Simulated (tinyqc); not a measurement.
Wannier function of the lower band of a two-orbital chain: sweeps and comparisons. A value that a table varies takes the place of the one given here.

H(k) = [[-d/2 - 2 ta cos k, -t1 - t2 exp(-ik)], [-t1 - t2 exp(ik), d/2 - 2 tb cos k]], k in 1/a, Bloch sums with exp(ikR) and without the positions inside the cell. Mesh k_j = 2 pi j/N. Projection gauge: each lower eigenvector u is multiplied by the phase that makes <trial|u> real and positive (the one-band case of Loewdin orthogonalisation). Wannier amplitudes w(R) = (1/N) sum_k exp(ikR) u(k); hoppings H(R) = (1/N) sum_k exp(-ikR) E(k).

Parameters, chosen for this exercise:
- d = 1.36 eV (A at -d/2, B at +d/2)
- t1 = 2.44 eV (A-B in the cell)
- t2 = 0.45 eV (B to A of the next cell)
- ta = 0.31 eV (A-A between cells)
- tb = -0.08 eV (B-B between cells)
- xb = 0.69 a (position of B (A at 0))
- th = 60 degrees (trial orbital cos(th) A + sin(th) B in cell 0)

## Convergence with the mesh

Centre and Omega_I from overlaps M_j = u_j^+ diag(1, exp(-i b xb)) u_(j+1), b = 2 pi/N: centre -(1/2 pi) sum arg M, Omega_I = (1/(N b^2)) sum (1 - |M|^2). Largest error of the Fourier interpolation on 41 points from 0 to pi.

Mesh:

| N | centre (a) | Omega_I (a^2) | H(1) (eV) | largest error (meV) |
|---|---|---|---|---|
| 3 | 0.23902 | 0.09418 | -0.37533 | 29.371 |
| 4 | 0.25061 | 0.10363 | -0.38268 | 2.440 |
| 6 | 0.25704 | 0.11113 | -0.38198 | 0.322 |
| 8 | 0.25912 | 0.11397 | -0.38197 | 0.042 |
| 12 | 0.26056 | 0.11606 | -0.38197 | 0.001 |
| 16 | 0.26105 | 0.11681 | -0.38197 | 0.000 |
| 24 | 0.26140 | 0.11735 | -0.38197 | 0.000 |

The interpolation error falls exponentially, from 2.4 meV at N = 4 to 0.001 at N = 12, because the hoppings decay exponentially for an isolated band (smallest gap 4.02 eV). Omega_I carries a finite-difference error and converges as a power: against the value 0.11779 on 400 points it is off by -0.00172 at N = 12 and -0.00043 at N = 24, an exponent of 1.99, near the limit 2.

## Choice of the trial orbital

N = 16. Centre, Omega_I and Omega_D from overlaps (b = 2 pi/N, M_j = u_j^+ diag(1, exp(-i b xb)) u_(j+1); Omega_D = (1/(N b^2)) sum (arg M_j + b centre)^2).

Trial angle:

| th (deg) | smallest projection | centre (a) | Omega_I (a^2) | Omega_D (a^2) |
|---|---|---|---|---|
| 0 | 0.756 | 0.2611 | 0.11681 | 0.00553 |
| 15 | 0.900 | 0.2611 | 0.11681 | 0.00266 |
| 30 | 0.982 | 0.2611 | 0.11681 | 0.00112 |
| 45 | 0.984 | 0.2611 | 0.11681 | 0.00028 |
| 60 | 0.905 | 0.2611 | 0.11681 | 0.00001 |
| 75 | 0.764 | 0.2611 | 0.11681 | 0.00057 |
| 90 | 0.571 | 0.2611 | 0.11681 | 0.00329 |

Omega_I is the same for all. Omega_D is smallest at 60 degrees (0.00001) and largest at 0 (0.00553). The centre does not move.

## Centre against ionicity

N = 24, d varied. Overlaps M_j = u_j^+ diag(1, exp(-i b xb)) u_(j+1), b = 2 pi/N; centre -(1/2 pi) sum arg M_j folded into [0, 1); Omega_I = (1/(N b^2)) sum (1 - |M_j|^2); charge moved is -2 times the shift of the centre from its value at d = 0 (a doubly filled band); weight on A averaged over the mesh.

Against d:

| d (eV) | centre (a) | charge moved (e) | weight on A | Omega_I (a^2) |
|---|---|---|---|---|
| -6.0 | 0.6148 | -0.5145 | 0.116 | 0.0479 |
| -3.0 | 0.5326 | -0.3500 | 0.240 | 0.0871 |
| -1.5 | 0.4574 | -0.1996 | 0.350 | 0.1109 |
| -0.5 | 0.3928 | -0.0705 | 0.443 | 0.1220 |
| 0.0 | 0.3576 | 0.0000 | 0.493 | 0.1244 |
| 0.5 | 0.3216 | 0.0720 | 0.543 | 0.1241 |
| 1.5 | 0.2521 | 0.2109 | 0.641 | 0.1156 |
| 3.0 | 0.1675 | 0.3801 | 0.759 | 0.0912 |
| 6.0 | 0.0768 | 0.5616 | 0.887 | 0.0485 |

For large positive d the function sits on A (centre 0.077) and for large negative d on B at 0.69 (centre 0.615); at d = 0 it lies at 0.358, on the bond inside the cell, the stronger one. Among these rows the spread is largest at d = 0 eV.

## What each parameter does

N = 24: centre (folded into [0, 1)) and Omega_I from overlaps M_j = u_j^+ diag(1, exp(-i b xb)) u_(j+1), b = 2 pi/N: centre = -(1/2 pi) Im ln prod M_j, Omega_I = mean(1 - |M_j|^2)/b^2; and the first two hoppings H(R). Each row changes one parameter from the base and keeps the others.

Results:

| case | centre (a) | Omega_I (a^2) | H(1) (eV) | H(2) (eV) |
|---|---|---|---|---|
| base | 0.2614 | 0.1174 | -0.3820 | 0.0066 |
| d = 1.66 eV | 0.2418 | 0.1134 | -0.3889 | 0.0072 |
| t1 = 2.59 eV | 0.2656 | 0.1174 | -0.3802 | 0.0060 |
| t2 = 0.35 eV | 0.2601 | 0.1155 | -0.3344 | 0.0020 |
| ta = 0.41 eV | 0.2650 | 0.1189 | -0.4443 | 0.0035 |
| xb = 0.74 a | 0.2800 | 0.1340 | -0.3820 | 0.0066 |
| th = 70 degrees | 0.2614 | 0.1174 | -0.3820 | 0.0066 |

The largest shifts from the base row, up to three for each result and ties (the steps differ in size, so this ranks the rows, not the parameters). centre (a): d -0.0196, xb +0.0186, t1 +0.0042; unchanged at the printed digits by th. Omega_I (a^2): xb +0.0166, d -0.0039, t2 -0.0018; unchanged at the printed digits by t1 and th. H(1) (eV): ta -0.0623, t2 +0.0476, d -0.0070; unchanged at the printed digits by xb and th. H(2) (eV): t2 -0.0046, ta -0.0030, d +0.0006; unchanged at the printed digits by xb and th. The trial angle is a choice of gauge and moves none of these; xb enters the position operator alone, so it leaves the hoppings.

(tinyqc, `OMP_NUM_THREADS=1 python tinyqc.py 1481571 1481572 out.jsonl`, Intel(R) Xeon(R) Processor @ 2.30GHz, 1 thread, shared host, about 0.2 s.)
